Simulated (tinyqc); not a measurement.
From results back to parameters: effective work function and flat-band voltage of a metal/high-k/SiO2/Si stack with a dipole layer. Three cases, with inputs chosen for the exercise.

Problem. Three stacks with (t1, t2) = (8, 20), (30, 20) and (8, 60) angstrom have the flat-band voltages below. VFB = W0 - (chi + dEF) - 4 pi e2 [Q1 EOT + Q2 x2]/3.9 with x2 = t2 3.9/eps2, EOT = t1 + x2, e2 = e^2/4 pi eps0, 1 cm^-2 = 1e-16 angstrom^-2; W0 is the work function with the dipole step.

Constants: e^2/(4 pi eps0) = 14.39964547 eV angstrom.

Case 1.

Values chosen (out of a larger set: a stack on Si capped with a lanthanum-like oxide; not measured data): chi = 4.053 eV (electron affinity of the channel); dEF = 0.463 eV (Ec - EF in the channel); eps = (3.9, 17.5) (their dielectric constants).

VFB (V): -0.4071797  -0.4306569  -0.4125565

Case 2.

Values chosen (out of a larger set: a stack on Si capped with an yttrium-like oxide; not measured data): chi = 4.047 eV (electron affinity of the channel); dEF = 0.638 eV (Ec - EF in the channel); eps = (3.9, 26.9) (their dielectric constants).

VFB (V): -0.1630196  -0.1844553  -0.2171031

Case 3.

Values chosen (out of a larger set: a stack on Si capped with a lanthanum-like oxide; not measured data): chi = 4.061 eV (electron affinity of the channel); dEF = 0.373 eV (Ec - EF in the channel); eps = (3.9, 25.1) (their dielectric constants).

VFB (V): -0.1070067  -0.0947577  -0.0758629

Find: Q1; Q2; W0.

Solution. The first two stacks differ in t1 alone and give Q1; the first and third give Q1 + Q2; W0 follows from any of them.

Case 1.

Q1 = 2.3e+11 e/cm^2
Q2 = -1.0e+11 e/cm^2
W0 = 4.120 eV

Case 2.

Q1 = 2.1e+11 e/cm^2
Q2 = 1.8e+12 e/cm^2
W0 = 4.557 eV

Case 3.

Q1 = -1.2e+11 e/cm^2
Q2 = -9.6e+11 e/cm^2
W0 = 4.307 eV

Computed by tinyqc, one run a case: `OMP_NUM_THREADS=1 python tinyqc.py N N+1 out.jsonl` with N = 1880604, 1880606, 1880616; one thread of a shared Intel(R) Xeon(R) Processor @ 2.30GHz, about 0.01 s a run at most.
